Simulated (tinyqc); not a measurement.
## p-i-n power rectifier, conductivity modulation at high injection: forward voltage and stored charge against the high-level lifetime

A drift layer from x = -d to d (2 d = W) between ideal p+ and n+ emitters (no recombination in them). High injection, n = p, ambipolar diffusion with one lifetime; both mobilities scale as (T/300 K)^(-bt).

Triangular field at breakdown with Ec = Kc N^(1/8): BV = eps0 eps_r Ec^2/(2 q N), so N = (eps0 eps_r Kc^2/(2 q BV))^(4/3); W = 2 BV/Ec; mu = mud (T/300 K)^(-bt); rho = 1/(q mu N); ideal resistance rho W. Da = 2 mun mup Vt/(mun + mup), La = sqrt(Da tau), B = (mun - mup)/(mun + mup) with mun = mud (T/300 K)^(-bt), mup likewise; n(x) = (tau J/(2 q La)) [cosh(x/La)/sinh(d/La) - B sinh(x/La)/cosh(d/La)]. Ohmic drop: integral of J/(q (mun + mup) n); diffusion (Dember) drop Vt B ln(n(-d)/n(d)); both junctions together Vt ln(n(-d) n(d)/ni^2), ni = sqrt(Nc Nv) exp(-Eg/(2 Vt)), Eg in volts; V_F = the sum; stored charge q times the integral of n. Integrals on a fine grid. Peak reverse current if all stored charge left in a linear ramp without recombination (an upper bound): sqrt(2 a Q). Rows where n falls below the doping are left out.

Parameters, values chosen for the exercise; bulk values close to those of 4H silicon carbide:
- T = 300 K (temperature)
- eps_r = 10.1 (relative permittivity)
- Kc = 23200 V/cm per (cm^-3)^(1/8) (critical-field constant)
- BV = 13000 V (rated breakdown voltage of the drift layer)
- mud = 794 cm^2/(V s) (drift mobility at 300 K)
- bt = 2.1 (temperature exponent of the drift mobility)
- mup = 106 cm^2/(V s) (hole mobility at 300 K)
- Eg = 3.37 eV (band gap)
- Nc = 1.7e19 cm^-3 (conduction-band density of states at T)
- Nv = 2.5e19 cm^-3 (valence-band density of states at T)
- J = 20 A/cm^2 (forward current density)
- a = 670 A/(cm^2 us) (ramp rate of the current at turn-off)

Constants: q = 1.602176634e-19 C, kB = 1.380649e-23 J/K, Vt = kB T/q, eps0 = 8.8541878128e-14 F/cm where lengths are in cm. Results are converted to the units shown.

The same in every row: J rho W (V) = 4.486.

Forward voltage and stored charge against the high-level lifetime:

| tau (s) | d/La | drift drop, ohmic and diffusion (V) | junction drops (V) | V_F (V) | Q (uC/cm^2) | sqrt(2 a Q) (A/cm^2) | lowest n over N |
|---|---|---|---|---|---|---|---|
| 1.1e-6 | 3.481 | 0.8362 | 3.010 | 3.846 | 22.00 | 171.7 | 2.106 |
| 2.2e-6 | 2.462 | 0.2879 | 3.030 | 3.318 | 44.00 | 242.8 | 8.452 |
| 4.6e-6 | 1.702 | 0.1198 | 3.057 | 3.177 | 92.00 | 351.1 | 28.50 |
| 9.6e-6 | 1.178 | 0.05763 | 3.089 | 3.147 | 192.0 | 507.2 | 82.32 |
| 2e-5 | 0.8165 | 0.02940 | 3.124 | 3.153 | 400.0 | 732.1 | 212.5 |
| 4.2e-5 | 0.5634 | 0.01491 | 3.160 | 3.175 | 840.0 | 1061 | 506.9 |
| 8.7e-5 | 0.3915 | 0.007519 | 3.196 | 3.203 | 1740 | 1527 | 1123 |

V_F goes from 3.85 through a minimum of 3.15 (at tau = 9.6e-6 among the rows listed) to 3.20 V; the drift drop falls from 0.836 to 0.00752 V and the junction drops rise from 3.01 to 3.20 V. The minimum falls at d/La = 1.2: a short lifetime starves the middle of the layer, a long one raises the edge densities and with them the junction drops. Where n exceeds a few 1e17 cm^-3, emitter and Auger recombination, left out here, lower n and change V_F.

Computed by the program tinyqc: `OMP_NUM_THREADS=1 python tinyqc.py 2230152 2230153 out.jsonl`, one thread of a shared Intel Xeon 2.30GHz, about 0.01 s for the whole run.
